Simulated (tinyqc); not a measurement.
Hubbard ring of 4 sites, step by step. Computed by tinyqc, a small Python program that keeps every step. Settings: hopping = 1.36, U = 9.3, mixing = 1, iteration cap = 86. Command: `OMP_NUM_THREADS=1 python tinyqc.py 21255 21256 out.jsonl` (the two numbers bound the seeds that draw the settings). One thread of a shared host (Intel(R) Xeon(R) Processor @ 2.60GHz), about 0.3 s of CPU time with the checks. Later iterations appear only in the table of the cycle.

## Mean-field iteration 1

one-body matrix (hopping and site energies) (eV), lower triangle:
```
           1          2          3         4
1  -0.880000
2  -1.360000  -0.070000
3   0.000000  -1.360000   0.290000
4  -1.360000   0.000000  -1.360000  0.120000
```

U = 9.300000 eV

electrons, up and down: 2  2

mixing = 1

n(up) at the start (a guess, not normalised): 1 0.800000, 2 0.200000, 3 0.800000, 4 0.200000

n(down) at the start (a guess): 1 0.200000, 2 0.800000, 3 0.200000, 4 0.800000

H(up) = T + U n(down), H(down) = T + U n(up); fill the lowest levels; n(new) = n + mixing (n(out) - n); E = tr T (rho up + rho down) + U sum n_up n_down of the output.

levels, up (eV): 0.271696  1.788996  7.457922  8.541386

levels, down (eV): 0.716745  1.891301  6.939969  8.511985

energy = -1.883639 eV

n(up) after iteration 1: 1 0.943884, 2 0.069230, 3 0.921415, 4 0.065471

n(down) after iteration 1: 1 0.091774, 2 0.924644, 3 0.063667, 4 0.919915

## Mean-field iteration 2

As before.

levels, up (eV): -0.582152  0.613433  8.596371  9.432348

levels, down (eV): -0.218780  0.657568  8.182697  9.438515

energy = -2.065120 eV

n(up) after iteration 2: 1 0.962087, 2 0.042850, 3 0.953593, 4 0.041470

n(down) after iteration 2: 1 0.051079, 2 0.954884, 3 0.040827, 4 0.953209

## Convergence

Each step fills the lowest levels of T + U n(other spin) and sets n(new) = n + mixing (n(out) - n); stop when output and input agree to 1e-8.

Course of the cycle:
```
iteration       E (eV)  largest |n(out) - n(in)|  mean |n_up - n_down|
1          -1.88363855                  1.44e-01              0.854929
2          -2.06512042                  4.07e-02              0.911887
3          -2.07013404                  4.26e-03              0.919975
4          -2.07022887                  7.35e-04              0.921079
5          -2.07023056                  8.11e-05              0.921224
6          -2.07023059                  1.25e-05              0.921244
7          -2.07023059                  1.46e-06              0.921246
8          -2.07023059                  2.18e-07              0.921247
9          -2.07023059                  2.59e-08              0.921247
10         -2.07023059                  3.82e-09              0.921247
```

local moments n_up - n_down: 1 0.920463, 2 -0.921377, 3 0.922030, 4 -0.921116

Converged in 10 iterations. Before convergence this energy mixes input and output and is not variational, so it may rise towards its limit.

## Exact diagonalisation (36 states)

Lowest levels of the sector, and the double occupancy of the lowest state.

lowest levels (eV): -2.571073  -2.106870  -1.368526  -1.281028  -1.279502  -0.540000

double occupancy per site = 0.040597

The mean-field solution above lies 0.5008 eV above the exact energy.

## The lowest level by Lanczos steps

From a random start vector (not printed): a_j = <q_j|H|q_j>, b_j = norm of the remainder after orthogonalising; the Ritz value is the lowest eigenvalue of the tridiagonal matrix of a and b so far.

Lanczos:
```
j    a_j (eV)  b_j (eV)  lowest Ritz value (eV)
1    7.878322  5.574696              7.87832183
2   10.829870  8.702581              3.58736835
3    7.508358  4.549467             -1.23805082
4    7.760890  4.502516             -2.19272152
5   11.498113  6.438248             -2.35136388
6    8.029190  6.052719             -2.42636121
7    6.807322  5.008565             -2.51229964
8   13.512439  4.908338             -2.55572011
9   10.898975  4.075685             -2.56413851
10   5.990028  6.561800             -2.56588151
```
